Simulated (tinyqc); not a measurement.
Which substrate gives the strongest standing wave: standing waves and exposure in a photoresist film.

Values chosen for the exercise:
- lam = 248 nm (vacuum wavelength)
- n1 = 1.758 (resist index)
- A = 0.06 1/micrometre (bleachable absorption (Dill A))
- B = 1.01 1/micrometre (fixed absorption (Dill B))

r12 = (N1 - Ns)/(N1 + Ns) with N1 = n1 + i (A + B) lam/(4 pi), lam in micrometres, and Ns = ns + i ks chosen for the exercise, each substrate thick; contrast 2|r|/(1 + |r|^2); the intensity at the interface relative to the forward wave is |1 + r12|^2.

Results:

| case | ns | ks | \|r12\|^2 | contrast | phase (degrees) | \|1 + r12\|^2 |
|---|---|---|---|---|---|---|
| near Cu | 1.486 | 1.743 | 0.2229 | 0.772 | -109.6 | 0.907 |
| near Si3N4 | 2.291 | 0.005 | 0.0173 | 0.259 | 177.9 | 0.754 |
| near Si | 1.580 | 3.500 | 0.5155 | 0.948 | -133.6 | 0.525 |
| near Al | 0.186 | 2.970 | 0.8775 | 0.998 | -118.9 | 0.972 |
| near W | 3.428 | 2.857 | 0.3079 | 0.849 | -149.5 | 0.351 |

The strongest reflector is the case near Al (0.878) and the weakest near Si3N4 (0.0173). The intensity at the interface depends on the phase too: it is lowest for the case near W (0.351, phase -150 degrees) and highest for near Al (0.972); a strong reflector with a phase of 180 degrees would put a node there.

Computed by tinyqc, a small Python program: `OMP_NUM_THREADS=1 python tinyqc.py 1682218 1682219 out.jsonl` (the numbers bound the seed that draws the inputs); one thread of a shared host (Intel(R) Xeon(R) Processor @ 2.30GHz), about 0.01 s for the whole set of steps.
